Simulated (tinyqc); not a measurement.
# Doping and thickness from pinch-off voltage and conductance

Inverse problem. A uniform channel has Vp = q Nd a^2/(2 eps0 eps_r) and G0 = q mu Nd a W/L. Find a and Nd.

Inputs (values chosen for the exercise); material values close to those of 4H silicon carbide: relative permittivity of the semiconductor eps_r = 9.66; low-field mobility at this doping mu = 410 cm^2/(V s); gate length L = 0.3 um; gate width W = 300 um.

Constants: q = 1.602176634e-19 C, eps0 = 8.8541878128e-14 F/cm where lengths are in cm. Results are converted to the units shown.

Vp = 2.3180871 V
G0 = 108.38725 mS

Answer. G0 gives the product Nd a and Vp gives Nd a^2; their ratio is a.

a = 150.0 nm
Nd = 1.100e17 cm^-3

Program tinyqc, `OMP_NUM_THREADS=1 python tinyqc.py 2500071 2500072 out.jsonl`; Intel Xeon 2.30GHz, shared host, one thread, about 0.04 s.
